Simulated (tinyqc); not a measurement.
From results back to parameters: free-carrier optics of a doped semiconductor (Drude model with one polar phonon). Three cases, with inputs chosen for the exercise.

Problem. The upper coupled mode solves E^4 - (wL^2 + Ep^2) E^2 + Ep^2 wT^2 = 0 with wL = wT sqrt(es/ei); N is hidden.

eps(E) = ei [1 - Ep^2/(E^2 + i E Gam)] + (es - ei) wT^2/(wT^2 - E^2 - i E gT), with Ep^2 = 8 pi c (e^2/(4 pi eps0)) N/(m ei), c = hbar^2/2m0, N in 1/angstrom^3 (1e-24 per 1/cm^3); Gam = hbar/tau, tau = mu m m0/e with m0/e = 5.685630e-12 kg/C and mu in m^2/(V s). Energies in meV.

Constants: hbar^2/2m0 = 3.80998211 eV angstrom^2; e^2/(4 pi eps0) = 14.39964547 eV angstrom.

Find: Ep; N; L-.

Method. Ep^2 = L+^2 (L+^2 - wL^2)/(L+^2 - wT^2); the product of the roots gives L- = Ep wT/L+.

Case 1.

Values chosen (mass and dielectric values near those of GaP; N and mu are free inputs; interband absorption and the rise of the mass with filling are left out; the results hold for these values, not for the real material): m = 0.395 m0 (conductivity mass); ei = 9.34 (high-frequency dielectric constant); wT = 45.5 meV (TO phonon); es = 11.49 (static dielectric constant).

L+ = 111.9401 meV

Solution.

Ep = 109.36 meV
N = 3.20e+19 1/cm^3
L- = 44.45 meV

Case 2.

Values chosen (mass and dielectric values near those of GaN; N and mu are free inputs; interband absorption and the rise of the mass with filling are left out; the results hold for these values, not for the real material): m = 0.195 m0 (conductivity mass); ei = 5.43 (high-frequency dielectric constant); wT = 69.3 meV (TO phonon); es = 9.83 (static dielectric constant).

L+ = 93.9393 meV

Solution.

Ep = 16.93 meV
N = 2.20e+17 1/cm^3
L- = 12.49 meV

Case 3.

Values chosen (mass and dielectric values near those of GaP; N and mu are free inputs; interband absorption and the rise of the mass with filling are left out; the results hold for these values, not for the real material): m = 0.367 m0 (conductivity mass); ei = 9.33 (high-frequency dielectric constant); wT = 44.6 meV (TO phonon); es = 11.17 (static dielectric constant).

L+ = 262.4131 meV

Solution.

Ep = 261.64 meV
N = 1.70e+20 1/cm^3
L- = 44.47 meV

Computed by tinyqc, one run a case: `OMP_NUM_THREADS=1 python tinyqc.py N N+1 out.jsonl` with N = 1651321, 1651367, 1651436; one thread of a shared Intel(R) Xeon(R) Processor @ 2.30GHz, about 0.01 s a run at most.
